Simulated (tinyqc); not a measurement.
From results back to parameters: one-oscillator model of a band gap. Three cases, with inputs chosen for the exercise.

Problem. A gap follows E(T) = E0 - s1 t1/(exp(t1/T) - 1) with the zero-point term ZP = s1 t1/2, which scales as M^(-1/2). The shift of E0 on going from M to M + dM and the limiting slope at high T are given.

Case 1.

Values chosen (out of a larger set: near those of GaAs; not measured data): M = 72.34 u (mean atomic mass); dM = 4.01 u (change of the mean mass (not bounded by the natural isotopes)).

shift of E0 = 1.556860 meV
limiting slope s1 = 0.457 meV/K

Case 2.

Values chosen (out of a larger set: near those of SiC; not measured data): M = 20.05 u (mean atomic mass); dM = -1.11 u (change of the mean mass (not bounded by the natural isotopes)).

shift of E0 = -4.649613 meV
limiting slope s1 = 0.511 meV/K

Case 3.

Values chosen (out of a larger set: near those of diamond; not measured data): M = 12.02 u (mean atomic mass); dM = -1.03 u (change of the mean mass (not bounded by the natural isotopes)).

shift of E0 = -16.194710 meV
limiting slope s1 = 0.534 meV/K

Find: sqrt(M/(M + dM)); ZP; t1.

Solution. The shift is ZP (1 - sqrt(M/(M + dM))); then t1 = 2 ZP/s1.

Case 1.

sqrt(M/(M + dM)) = 0.973385
ZP = 58.50 meV
t1 = 256 K

Case 2.

sqrt(M/(M + dM)) = 1.028886
ZP = 160.97 meV
t1 = 630 K

Case 3.

sqrt(M/(M + dM)) = 1.045811
ZP = 353.51 meV
t1 = 1324 K

Computed by tinyqc, one run a case: `OMP_NUM_THREADS=1 python tinyqc.py N N+1 out.jsonl` with N = 1880844, 1880856, 1880867; one thread of a shared Intel(R) Xeon(R) Processor @ 2.30GHz, about 0.01 s a run at most.
